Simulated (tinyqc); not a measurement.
Permittivity and interface capacitance from two thicknesses.

Problem. 1/C = t/(eps0 ek) + 2/ci for planar capacitors that differ only in thickness. Find ek, ci and the EOT of the interfaces, 2 x 3.9 eps0/ci.

Constants: eps0 = 8.8541878128e-14 F/cm where lengths are in cm. Results are converted to the units shown.

C at t = 8.4 and 25 nm (uF/cm^2): 2.2742089  0.78098192

Solution. 1/C is a straight line in t: the slope gives ek and the intercept 2/ci. A single thickness would give only the effective permittivity; when the interfaces are a small part of 1/C, ci needs very accurate data.

ek = 22.30
ci = 140.0 uF/cm^2
EOT of the interfaces = 0.04933 nm

Program tinyqc, `OMP_NUM_THREADS=1 python tinyqc.py 2102169 2102170 out.jsonl`; Intel Xeon 2.30GHz, shared host, one thread, about 0.01 s.
